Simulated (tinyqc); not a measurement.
# Germanium share from the critical thickness

Inverse problem. Critical thickness (Matthews-Blakeslee, 60-degree dislocations): h = bv (1 - nu/4)[ln(h/bv) + 1]/(4 pi e_par (1 + nu)), nu = c12/(c11 + c12). e_par = b1 x. Find e_par and x.

Inputs (values chosen for the exercise): lattice mismatch per unit x b1 = 0.0418; elastic constant c11 = 170 GPa; elastic constant c12 = 64 GPa; Burgers vector bv = 0.384 nm.

critical thickness = 22.621852 nm

Solution. For given h the relation is explicit in the strain.

e_par = 0.502 %
x = 0.120

Computed by the program tinyqc: `OMP_NUM_THREADS=1 python tinyqc.py 2530062 2530063 out.jsonl`, one thread of a shared Intel Xeon 2.30GHz, about 0.02 s for the whole run.
